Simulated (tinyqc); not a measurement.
Inside a calculation. Model: Schottky diode by thermionic emission with image-force lowering and series resistance.

Numbers from tinyqc (`OMP_NUM_THREADS=1 python tinyqc.py 2640021 2640022 out.jsonl`; about 0.01 s on one thread of a shared Intel Xeon 2.30GHz). Printed values are rounded.

Metal on an n-type semiconductor with one parabolic valley; V > 0 is forward bias (metal positive). I = I0 [exp(Vj/(n Vt)) - 1] with Vj = V - I Rs; I0 = S A* T^2 exp(-(phi - dphi)/Vt), the lowering dphi taken at zero bias.

Parameters, values chosen for the exercise; band and dielectric values close to those of In0.53Ga0.47As:
```
symbol   value   unit                             meaning
T          300      K                         temperature
me      0.0404     m0                       electron mass
eps_r     13.7                      relative permittivity
phi       0.42     eV  barrier height seen from the metal
Nd        3e15  cm^-3                       donor density
S         2e-5   cm^2                                area
n         1.11                            ideality factor
Rs          59    ohm                   series resistance
V         0.34      V                        applied bias
```

Constants: q = 1.602176634e-19 C, kB = 1.380649e-23 J/K, h = 6.62607015e-34 J s, m0 = 9.1093837015e-31 kg, Vt = kB T/q, eps0 = 8.8541878128e-14 F/cm where lengths are in cm. Results are converted to the units shown.

## Saturation current

A* = 4 pi q me m0 kB^2/h^3 (times 1e-4 for A/(cm^2 K^2)); Nc = 2 (2 pi me m0 kB T/h^2)^1.5 (times 1e-6 for cm^-3); xi = Vt ln(Nc/Nd), Vbi = phi - xi; surface field Em = sqrt(2 q Nd (Vbi - V - Vt)/(eps0 eps_r)); dphi = sqrt(q Em/(4 pi eps0 eps_r)). Here V = 0 in Em.

A* = 4.85500 A/(cm^2 K^2)
Nc = 2.03772e17 cm^-3
Vbi = 0.310946 V
Em = 15.0311 kV/cm
dphi = 12.5693 meV
I0 = 1.25005e-6 A

The lowering raises I0 by a factor of 1.63.

## Iteration 1: junction voltage

Vj at the start = 0.21 V

Fixed-point step: I = (V - Vj)/Rs, then Vj(new) = n Vt ln(1 + I/I0).

Vj after iteration 1 = 0.214504 V

## Iteration 2: junction voltage

As before.

Vj after iteration 2 = 0.213493 V

## Course of the iteration

Stop when Vj changes by less than 1e-10 V, or after 50 iterations.

Course of the iteration:
```
iteration    Vj (V)  change (V)
1          0.214504     4.50e-3
2          0.213493     1.01e-3
3          0.213723     2.30e-4
4          0.213671     5.22e-5
5          0.213683     1.19e-5
6          0.213680     2.69e-6
7          0.213681     6.11e-7
8          0.213681     1.39e-7
9          0.213681     3.15e-8
10         0.213681     7.15e-9
11         0.213681     1.62e-9
12         0.213681    3.69e-10
13         0.213681    8.37e-11
```

Converged in 13 iterations. The error shrinks by n Vt/(Rs (I + I0)) = 0.23 a step near the solution.

## Current and small-signal resistance

converged Vj = 0.213681 V

I = I0 [exp(Vj/(n Vt)) - 1], dV/dI = Rs + n Vt/(I + I0).

I = 2.14100 mA
drop over Rs = 0.126319 V
dV/dI = 72.3951 ohm
